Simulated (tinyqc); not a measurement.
Monte Carlo simulation of one carrier in a uniform electric field: one step, computed by the program tinyqc.

The force e F acts along +z. Flights end at the constant total rate Gamma; the part of Gamma that the real rates do not fill is self-scattering, which leaves k unchanged. One valley, no impurities; equivalent final valleys enter only through Z_f in the optical rate.

Question. Scattering event 2. Kane band: hbar^2 k^2/(2 m) = E (1 + alpha E), speed v = hbar k/(m (1 + 2 alpha E)), states per spin, volume and energy g(E) = m k (1 + 2 alpha E)/(2 pi^2 hbar^2); overlap factors are set to 1. Masses are multiplied by m_0 and all formulas are in SI units. Phonon occupation N_q = 1/(exp(hbar w/(k_B T)) - 1). Acoustic deformation potential (elastic, equipartition, absorption and emission together): 1/tau = 2 pi k_B T D_A^2 g(E)/(hbar rho v_l^2). Optical or intervalley deformation potential: 1/tau = (pi Z_f D_o^2/(rho w)) [N_q g(E + hbar w) + (N_q + 1) g(E - hbar w)], with g = 0 below the band edge. Choice: with cumulative rates in the order acoustic, absorption, emission, the process is the first whose sum exceeds r2 Gamma; if none, self-scattering. Final state: E' = E, E + hbar w or E - hbar w gives k'. Isotropic processes: cos(theta) = 1 - 2 r3 from the z axis, phi = 2 pi r4, k' (sin theta cos phi, sin theta sin phi, cos theta). Use row 2 of the random numbers.

Inputs (values chosen for the exercise, modelled on holes in silicon): effective mass m = 0.51 m_0; non-parabolicity alpha = 0.31 1/eV; density rho = 2329 kg/m^3; sound velocity v_l = 8890 m/s; acoustic deformation potential D_A = 5.5 eV; phonon energy hbar w = 61.4 meV; optical or intervalley deformation potential D_o = 9.4 1e8 eV/cm; final valleys Z_f = 1; lattice temperature T = 200 K.

Crystal: non-polar. Band: Kane.

k at the end of the flight (1/nm): [-0.1100000, -0.1500000, 0.2155458]

Random numbers (0.02 to 0.98, from up to 60 sets tried for early real events), one row a flight, columns r1, r2, r3, r4:
```
[[0.3586, 0.2035, 0.2656, 0.6046],
 [0.3828, 0.2331, 0.1191, 0.4605],
 [0.5205, 0.3859, 0.1675, 0.8959],
 [0.4161, 0.8686, 0.2509, 0.7959],
 [0.7774, 0.3736, 0.3034, 0.2350],
 [0.2631, 0.6485, 0.2151, 0.4953],
 [0.0635, 0.2659, 0.7499, 0.5019]]
```

Gamma = 36.49208 1e12/s

Constants: hbar = 1.054571817e-34 J s; m_0 = 9.1093837015e-31 kg; e = 1.602176634e-19 C; k_B = 1.380649e-23 J/K; hbar = 6.582119569e-16 eV s; k_B = 8.617333262e-05 eV/K.

Give: cumulative rates; r2 Gamma; process chosen; k after event 2, the start of the next flight.

Answer.

cumulative rates (1e12/s): acoustic 0.41975, absorption 0.62243, emission 0.62243

r2 Gamma = 8.5063 1e12/s

Process chosen: self-scattering

k after event 2, the start of the next flight (1/nm): [-0.11000, -0.15000, 0.21555]
